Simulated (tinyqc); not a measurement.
Capacitance measurement on a leaky thin oxide: effects of series resistance and leakage: effect of the gate area.

The device is a capacitance C in parallel with a leakage conductance G, in series with Rs and Ls. An impedance meter reports either a parallel pair (Cp, Gp) from Y = 1/Z = Gp + i w Cp or a series pair (Cs, Rm) from Z = Rm + 1/(i w Cs); w = 2 pi f, dissipation D = Gp/(w |Cp|).

EOT = 3.9 tox/eox; CET = EOT + zc + zp; C = 3.9 eps0 A/CET; G = Jg A/Vs. Z = Rs + i w Ls + 1/(G + i w C); CET read from Cp = 3.9 eps0 A/Cp; errors under 0.001 % are printed as 0. Rs is held fixed.

Inputs (values chosen for the exercise); values of the order met in thin-oxide MOS capacitors: relative permittivity of the gate insulator (close to hafnium oxide) eox = 22.1; insulator thickness tox = 10 nm; oxide-equivalent thickness added by the accumulation layer zc = 0.46 nm; oxide-equivalent thickness added by gate depletion zp = 0 nm; gate leakage current density, not matched to the thickness Jg = 5.4 A/cm^2; voltage for an e-fold rise of the leakage Vs = 0.19 V; series resistance Rs = 560 ohm; series inductance Ls = 250 nH; measuring frequency f = 50000 Hz.

Constants: eps0 = 8.8541878128e-14 F/cm where lengths are in cm. Results are converted to the units shown.

Result of one run:

| A (um^2) | C (pF) | Cp (pF) | Cs (pF) | D | error of Cp (%) | error of Cs (%) | CET read from Cp (nm) |
|---|---|---|---|---|---|---|---|
| 70 | 1.0865 | 1.0626 | 3692.4 | 58.939 | -2.20 | 3.40e5 | 2.2748 |

What becomes of these results when the gate area A is changed from 70 to 10000 um^2, all else the same?

Result of the changed run:

| A (um^2) | C (pF) | Cp (pF) | Cs (pF) | D | error of Cp (%) | error of Cs (%) | CET read from Cp (nm) |
|---|---|---|---|---|---|---|---|
| 10000 | 155.22 | 22.807 | 5.3439e5 | 153.07 | -85.3 | 3.44e5 | 15.140 |

The whole series:

| A (um^2) | C (pF) | Cp (pF) | Cs (pF) | D | error of Cp (%) | error of Cs (%) | CET read from Cp (nm) |
|---|---|---|---|---|---|---|---|
| 20 | 0.31044 | 0.30846 | 1054.9 | 58.471 | -0.636 | 3.40e5 | 2.2389 |
| 70 | 1.0865 | 1.0626 | 3692.4 | 58.939 | -2.20 | 3.40e5 | 2.2748 |
| 200 | 3.1044 | 2.9150 | 10551 | 60.156 | -6.10 | 3.40e5 | 2.3692 |
| 600 | 9.3131 | 7.7541 | 31671 | 63.901 | -16.7 | 3.40e5 | 2.6720 |
| 2000 | 31.044 | 17.815 | 1.0576e5 | 77.043 | -42.6 | 3.41e5 | 3.8766 |
| 5000 | 77.609 | 23.908 | 2.6544e5 | 105.37 | -69.2 | 3.42e5 | 7.2218 |
| 10000 | 155.22 | 22.807 | 5.3439e5 | 153.07 | -85.3 | 3.44e5 | 15.140 |
| 40000 | 620.87 | 10.844 | 2.2256e6 | 453.03 | -98.3 | 3.58e5 | 127.38 |

As A goes from 20 to 40000, the error of Cp goes from -0.636 to -98.3 %, that of Cs from 3.40e5 to 3.58e5 %, and D rises from 58.5 to 453. The CET read from Cp goes from 2.24 to 127 nm against the true 2.22 nm. G/(w C) does not depend on the area, while G Rs and w C Rs and w^2 Ls C grow with it. In every row D exceeds 1, where the accuracy of real meters degrades in proportion to sqrt(1 + D^2).

Numbers from tinyqc (`OMP_NUM_THREADS=1 python tinyqc.py 2022066 2022067 out.jsonl`; about 0.01 s on one thread of a shared Intel Xeon 2.30GHz).
